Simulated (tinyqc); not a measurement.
Changing the temperature T: three-phonon processes in a diatomic chain: dispersion, energy and momentum conservation, and decay channels of optical phonons. Computed by tinyqc, a small Python program. Command: `OMP_NUM_THREADS=1 python tinyqc.py 3120890 3120891 out.jsonl threeph sweep`. One thread of a shared host (Intel(R) Xeon(R) Processor @ 2.30GHz), about 0.01 s of CPU time with the checks.

Cell length a, two atoms, one spring constant. x = q a/pi runs from -1 to 1; A and O are the acoustic and optical branches. Matrix elements are not computed: only conservation laws and occupation factors are followed.

Inputs (values chosen for the exercise, for a model chain):
```
quantity                        value           unit
light mass m                       12              u
heavy mass M                       18              u
spring constant k                 5.1  eV/angstrom^2
zero-temperature width Gamma_0    0.3           1/cm
```

Constants: nu for 1 eV/(angstrom^2 u) = 15.6333042 THz; h x 1 THz = 4.135667696 meV; k_B = 8.617333262e-05 eV/K; c = 299792458 m/s.

Method:
- omega^2 = k (1/m + 1/M) -/+ k sqrt((1/m + 1/M)^2 - 4 sin^2(pi x/2)/(m M)); nu = 15.6333042 THz x sqrt(omega^2) for eV/(angstrom^2 u).
- Acoustic top sqrt(2 k/M), optical bottom sqrt(2 k/m), optical top sqrt(2 k (1/m + 1/M)).
- O(0) -> A(x) + A(-x) needs nu_A(x) = nu_O(0)/2, which gives sin^2(pi x/2) = (3/16)(m + M)^2/(m M). Full width at half maximum Gamma = Gamma_0 (1 + 2 n), n = 1/(exp(h nu_A/(k_B T)) - 1); lifetime = 1/(2 pi c Gamma).

One run for each value:
```
temperature T (K)  width Gamma (1/cm)  occupation n  lifetime (ps)
20                             0.3000    2.0149e-10         17.696
33                             0.3000    1.3298e-06         17.696
56                             0.3002    3.4465e-04         17.684
93                             0.3050    8.2885e-03         17.408
150                            0.3322    5.3697e-02         15.980
260                            0.4313    2.1884e-01         12.309
430                            0.6288    5.4805e-01          8.442
720                            0.9983    1.1639e+00          5.318
1200                           1.6311    2.2185e+00          3.255
```

What does the table show, and why?

Over the rows, width Gamma (1/cm) rises from 0.300 to 1.63; occupation n rises from 2.01e-10 to 2.22 (exponent d ln y / d ln x 18 between the first rows and 1.3 between the last); lifetime (ps) falls from 17.7 to 3.25. At the high end the exponent of width Gamma is 0.96, close to 1: the classical limit, n = k_B T/(h nu). At the low end the exponent of width Gamma is 0.00, close to 0: spontaneous decay alone.

Extremes, crossings and ranges named in words are read from the listed rows.
